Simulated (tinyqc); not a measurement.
# Abrupt p-n junction, non-linear Poisson equation by Newton steps: effects of single changes

One dimension, p side on the left, n side on the right; net doping C = -Na for x < 0 and +Nd for x > 0. The potential psi is counted from the intrinsic level, and the quasi-Fermi potentials are flat: 0 for holes and -V for electrons, so n = ni exp((psi + V)/Vt) and p = ni exp(-psi/Vt) (Boltzmann statistics, full ionisation, no current).

Parameters, values chosen for the exercise; band and dielectric values those of a made-up semiconductor: temperature T = 300 K; band gap Eg = 1.45 eV; relative permittivity eps_r = 15; conduction-band density of states at T Nc = 2.45e19 cm^-3; valence-band density of states at T Nv = 2.79e19 cm^-3; acceptor density of the p side Na = 1.9e17 cm^-3; donor density of the n side Nd = 1.7e17 cm^-3; bias of the p side against the n side V = 0 V.

Constants: q = 1.602176634e-19 C, kB = 1.380649e-23 J/K, Vt = kB T/q, eps0 = 8.8541878128e-14 F/cm where lengths are in cm. Results are converted to the units shown.

Each table varies one quantity; the others keep the values above.

## Capacitance and field against bias

The Poisson equation d/dx(eps0 eps_r dpsi/dx) = -q (p - n + C) is solved on a mesh of more than 1000 nodes that ends in neutral material (psi_p = -Vt ln(Na/ni), psi_n = Vt ln(Nd/ni) - V). C_j = q d/dV of the integral of p over x, from the linearised equation. ni = sqrt(Nc Nv) exp(-Eg/(2 Vt)), Eg in volts. Depletion approximation: Vbi = Vt ln(Na Nd/ni^2), W = sqrt(2 eps0 eps_r (Vbi - V)(1/Na + 1/Nd)/q), xp = W Nd/(Na + Nd), xn = W Na/(Na + Nd), peak field 2 (Vbi - V)/W, capacitance eps0 eps_r/W. The last column applies it to an abrupt Na-Nd junction.

Capacitance and field against bias:

| V (V) | peak \|E\| (kV/cm) | C_j (nF/cm^2) | 1/C_j^2 (cm^4/uF^2) | eps0 eps_r/C_j (nm) | abrupt depletion C (nF/cm^2) |
|---|---|---|---|---|---|
| 0 | 157.1 | 91.47 | 119.5 | 145.2 | 89.47 |
| -0.33 | 178.4 | 80.56 | 154.1 | 164.9 | 79.18 |
| -0.67 | 198.0 | 72.61 | 189.7 | 182.9 | 71.59 |
| -1 | 215.3 | 66.78 | 224.3 | 198.9 | 65.98 |
| -1.33 | 231.3 | 62.16 | 258.8 | 213.7 | 61.52 |
| -1.67 | 246.7 | 58.28 | 294.5 | 227.9 | 57.75 |
| -2 | 260.7 | 55.13 | 329.0 | 240.9 | 54.68 |

With V going from 0 to -2 V, C_j falls from 91.5 to 55.1 nF/cm^2 and the peak field rises from 157 to 261 kV/cm. The slope of 1/C_j^2, read as N = 2/(q eps0 eps_r |slope|), gives 8.97e16 cm^-3 between the first two rows and 8.97e16 cm^-3 between the last two, against Na Nd/(Na + Nd) = 8.97e16 cm^-3; the slopes of all rows agree within 0.01 %, as for uniform doping at both edges. At the end C_j goes as (Vbi - V)^(-0.51) with Vbi = 1.19 V, and it is 0.82 % above the abrupt depletion formula (at the first row 2.2 % above it).

## Effect of the doping Na

Exact first integral for an abrupt junction with thick neutral sides: psi_p = -Vt ln(Na/ni), psi_n = Vt ln(Nd/ni) - V, psi_j = (Nd psi_n + Na psi_p - Vt (Nd - Na))/(Na + Nd) at the junction, n_j = ni exp((psi_j + V)/Vt), p_j = ni exp(-psi_j/Vt), and E_j^2 = (2 q/(eps0 eps_r)) [Nd (psi_n - psi_j - Vt) + Vt (n_j + p_j)] (minority densities of the neutral sides neglected).

The same in every row: ni (cm^-3) = 1.730e7.

Effect of the doping Na:

| Na (cm^-3) | Vbi (V) | W (nm) | share of W on the n side (%) | peak field, depletion (kV/cm) | peak field, exact (kV/cm) |
|---|---|---|---|---|---|
| 5.7e15 | 1.102 | 575.5 | 3.244 | 38.29 | 38.75 |
| 1.5e16 | 1.127 | 368.2 | 8.108 | 61.22 | 59.91 |
| 4e16 | 1.152 | 242.9 | 19.05 | 94.88 | 92.73 |
| 1e17 | 1.176 | 176.0 | 37.04 | 133.7 | 130.7 |
| 2.8e17 | 1.203 | 137.3 | 62.22 | 175.2 | 171.4 |
| 7.3e17 | 1.227 | 121.5 | 81.11 | 202.1 | 197.8 |
| 1.9e18 | 1.252 | 115.3 | 91.79 | 217.1 | 212.8 |
| 5.1e18 | 1.278 | 113.5 | 96.77 | 225.2 | 226.3 |

What does the table show?

As Na rises, Vbi rises from 1.10 to 1.28 V, 59.5 mV a decade (Vt ln 10), and W falls from 576 to 113 nm. The exponent d ln W/d ln Na is -0.46 between the first two rows and -0.02 between the last two: the lighter-doped side sets the width, and Na passes Nd = 1.7e17 cm^-3 within the table. The depletion field is 1.2 % below the exact one in the first row and 0.47 % below it in the last.

Program tinyqc, `OMP_NUM_THREADS=1 python tinyqc.py 2000023 2000024 out.jsonl`; Intel Xeon 2.30GHz, shared host, one thread, about 0.02 s.
